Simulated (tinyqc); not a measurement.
Order of mass and momentum: quantum well in an electric field by finite differences.

Finite differences on points z_i at the centres of cells of width h: H_ii = (c/h^2)(1/m_(i-1/2) + 1/m_(i+1/2)) + V_i, H_(i,i+1) = -(c/h^2)/m_(i+1/2), where m_(i+1/2) is the mean of the masses at the two points (the end values are repeated outwards), psi = 0 on the points beyond both ends, c = hbar^2/2m0. The field adds e F (z - z0) with z0 the middle of the structure; 1 kV/cm = 1e-5 eV/angstrom.

Constants: hbar^2/2m0 = 3.80998211 eV angstrom^2.

Values chosen for the exercise (out of a larger set: near those of an InGaAs well in InP; not measured data): layers = ((64, 0.257, 0.0828), (80, 0, 0.0407), (64, 0.257, 0.0828)) (each layer: thickness in angstrom, band edge in eV, mass in m0); F = 14 kV/cm (field along z); hf = 1 angstrom (cell width of the fine grid).

Fine grid. Hermitian kinetic operators m^a p m^b p m^a with 2a + b = -1: H_ii = (c/h^2) m_i^(2a) (m_(i-1/2)^b + m_(i+1/2)^b) + V_i, H_(i,i+1) = -(c/h^2) m_i^a m_(i+1)^a m_(i+1/2)^b; BenDaniel-Duke is a = 0. The halved form has H_ii = 2c/(h^2 m_i) + V_i and H_(i,i+1) = -(c/2h^2)(1/m_i + 1/m_(i+1)). The shifts are measured against BenDaniel-Duke; the last column repeats E1 with cells of hf/4.

Levels (eV):

| operator | E1 | E2 | E1 - E1(BDD) (meV) | E1 at hf/4 |
|---|---|---|---|---|
| BenDaniel-Duke | 0.0523 | 0.2107 | 0.0 | 0.0523 |
| (1/m) p^2 + p^2 (1/m), halved | -0.1245 | -0.0895 | -176.8 | -3.7394 |
| m^(-1/2) p^2 m^(-1/2) | 0.0764 | 0.2368 | 24.1 | 0.0764 |
| m^(-1/4) p m^(-1/2) p m^(-1/4) | 0.0641 | 0.2241 | 11.8 | 0.0641 |
| one mass, the smallest | 0.0643 | 0.2291 | 12.0 | 0.0643 |

What can be read from this table?

The three forms m^a p m^b p m^a span 24.1 meV in E1, 15 % of E2 - E1; they differ only at the mass steps (largest to smallest mass 2.03), where m^a psi is the continuous quantity. Dropping the mass step altogether moves E1 by +12.0 meV. Refining the grid moves the halved form by -3614.9 meV, against at most 0.04 meV for the other three: at an abrupt step it has no limit as the grid is refined.

tinyqc: `OMP_NUM_THREADS=1 python tinyqc.py 1252242 1252243 out.jsonl`; about 0.02 s, one thread, shared Intel(R) Xeon(R) Processor @ 2.30GHz.
